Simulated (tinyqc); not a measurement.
Exchange splitting: exchange-split free-electron bands and tunnelling magnetoresistance.

Majority and minority bands E = c k^2/m -/+ Dx/2, c = hbar^2/2m0, so k_up = sqrt(m (EF + Dx/2)/c), k_dn = sqrt(m (EF - Dx/2)/c); n_s = k_s^3/(6 pi^2), D_s = m k_s/(4 pi^2 c).

Barrier: kappa = sqrt(mb phi/c), c = hbar^2/2m0. With a = k1/m, b = k2/m, w = kappa/mb, the transmission at normal incidence is T(k1, k2) = 4 a b w^2/[w^2 (a + b)^2 + (w^2 + a^2)(w^2 + b^2) sinh^2(kappa d)]. Parallel: G_P = T(up, up) + T(dn, dn); antiparallel: G_AP = 2 T(up, dn); TMR = (G_P - G_AP)/G_AP. Julliere: TMR = 2 P^2/(1 - P^2). Slonczewski factor: P_eff = P_k (w^2 - a_up a_dn)/(w^2 + a_up a_dn), P_k = (k_up - k_dn)/(k_up + k_dn).

Constants: hbar^2/2m0 = 3.80998211 eV angstrom^2.

Parameters, chosen for this exercise: EF = 4.35 eV (Fermi energy above the mean band bottom); m = 1.09 m0 (mass in the electrodes); phi = 2.94 eV (barrier height above EF); mb = 0.79 m0 (mass in the barrier); d = 10.7 angstrom (barrier thickness).

Dx takes the listed multiples of 2 EF.

Results:
```
Dx/(2 EF),k_up,k_dn,P_k,P_eff,TMR (%)
0.10,1.1700,1.0583,0.0501,-0.0016,0.00
0.20,1.2220,0.9978,0.1010,-0.0025,0.00
0.35,1.2962,0.8994,0.1807,-0.0004,0.00
0.50,1.3663,0.7888,0.2679,0.0099,0.02
0.65,1.4330,0.6600,0.3693,0.0377,0.28
0.80,1.4967,0.4989,0.5000,0.1085,2.38
0.90,1.5377,0.3528,0.6268,0.2275,10.91
0.97,1.5658,0.1932,0.7803,0.4576,52.97
```

P_k rises from 0.050 to 0.780, and TMR goes from 0.00 % to 53.0 %, not steadily: its largest value is 52.97 % at 0.97 and its smallest 0.00 % at 0.35; P_eff changes sign along the table. At Dx = 2 EF the minority band is empty (a half metal) and G_AP vanishes.

(tinyqc, `OMP_NUM_THREADS=1 python tinyqc.py 1652031 1652032 out.jsonl`, Intel(R) Xeon(R) Processor @ 2.30GHz, 1 thread, shared host, about 0.01 s.)
